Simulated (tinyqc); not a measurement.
# Biaxially strained (001) channel, valley splitting in an inversion layer: effect of the temperature

A thin layer grown on a relaxed buffer is stretched in the plane. The two valleys with their long axis along the growth direction (D2) sink against the four in-plane ones (D4); confinement in a triangular well splits them too. Only the lowest subband of each set is kept; one relaxation time, so the weakening of intervalley scattering is left out.

e_par = b1 x, e_perp = -2 (c12/c11) e_par, splitting D = Xu (e_par - e_perp), in-plane stress (c11 + c12 - 2 c12^2/c11) e_par. Levels E(m) = 2.33811 (hbar^2 q^2 F^2/(2 m))^(1/3): E2 = E(ml), E4 = E(mt) + D; N2 = 2 mt kB T/(pi hbar^2), N4 = 4 sqrt(mt ml) kB T/(pi hbar^2). EF solves Ns = N2 ln(1 + exp((EF - E2)/Vt)) + N4 ln(1 + exp((EF - E4)/Vt)); f2 is the share in D2, and 1/mc = f2/mt + (1 - f2)(1/mt + 1/ml)/2. The gain is mc(x = 0)/mc.

Parameters, values chosen for the exercise; values close to those of silicon on relaxed silicon-germanium: germanium share of the relaxed buffer x = 0.4; lattice mismatch per unit x b1 = 0.0418; elastic constant c11 = 170 GPa; elastic constant c12 = 65.7 GPa; shear deformation potential Xu = 9.06 eV; longitudinal mass ml = 0.892 m0; transverse mass mt = 0.186 m0; confining field F = 0.55 MV/cm; inversion density Ns = 9.5e12 cm^-2.

Constants: q = 1.602176634e-19 C, kB = 1.380649e-23 J/K, hbar = 1.054571817e-34 J s, m0 = 9.1093837015e-31 kg, Vt = kB T/q, hbar^2/(2 m0) = 0.0380998212 eV nm^2. Results are converted to the units shown.

The same in every row: D (meV) = 268.6.

Effect of the temperature:
```
T (K)  f2 without strain      f2  mc (m0)   gain
150               0.8908   1.000   0.1860  1.045
195               0.8273   1.000   0.1860  1.073
240               0.7663   1.000   0.1860  1.102
285               0.7106   1.000   0.1860  1.129
330               0.6609  0.9999   0.1860  1.155
375               0.6171  0.9997   0.1860  1.178
420               0.5789  0.9993   0.1861  1.200
465               0.5456  0.9983   0.1861  1.218
```

As T goes from 150 to 465 K, f2 stays near 1.00 (without strain: it falls from 0.891 to 0.546) and the gain rises from 1.05 to 1.22. For T = 195 to 465 K the second D2 subband, left out here, lies within 2 Vt of EF or below it.

Computed by the program tinyqc: `OMP_NUM_THREADS=1 python tinyqc.py 2530134 2530135 out.jsonl`, one thread of a shared Intel Xeon 2.30GHz, about 0.01 s for the whole run.
